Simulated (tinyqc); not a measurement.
Undoped gate-all-around wire MOSFET, analytic charge model: one step of the calculation.

An undoped round wire of radius R under an insulator shell and a surrounding gate; long channel, electrons only, n = ni exp((psi - V)/Vt) with V the quasi-Fermi potential (0 at the source, Vd at the drain), constant mobility, no quantisation. The radial Poisson equation gives n(r) = n(0)/(1 - (1 - b) r^2/R^2)^2 with b = Q0/(Q + Q0). Q is the electron charge per area of the wire surface.

Question. Drain current and line charge. Q solves Vg - V0 - V = Q/Cox + Vt ln(Q/Q0) + Vt ln(1 + Q/Q0). I = mu (2 pi R/L)[2 Vt (Qs - Qd) + (Qs^2 - Qd^2)/(2 Cox) + Vt Q0 ln((Qd + Q0)/(Qs + Q0))], with Qs at V = 0 and Qd at V = Vd. Electrons per length at the source: 2 pi R Qs/q; surface over centre density: (1 + Qs/Q0)^2.

Parameters, values chosen for the exercise; material values close to those of silicon: temperature T = 300 K; wire radius R = 10 nm; channel mobility mu = 100 cm^2/(V s); gate length L = 0.5 um; drain voltage Vd = 0.8 V.

Constants: q = 1.602176634e-19 C, kB = 1.380649e-23 J/K, Vt = kB T/q. Results are converted to the units shown.

Qs = 116.44994 nC/cm^2
Qd = 4.4642050e-11 nC/cm^2
Cox = 2.7964185 uF/cm^2
Q0 = 105.29329 nC/cm^2

Find: first term; second term; third term; I; electrons per length; surface over centre density.

Answer.

first term = 0.07566 uA
second term = 0.03047 uA
third term = -0.02548 uA
I = 0.08065 uA
electrons per length = 0.4567 1/nm
surface over centre density = 4.435

The square-law term makes up 37.8 % of the current.

Computed by the program tinyqc: `OMP_NUM_THREADS=1 python tinyqc.py 2460163 2460164 out.jsonl`, one thread of a shared Intel Xeon 2.30GHz, about 0.03 s for the whole run.
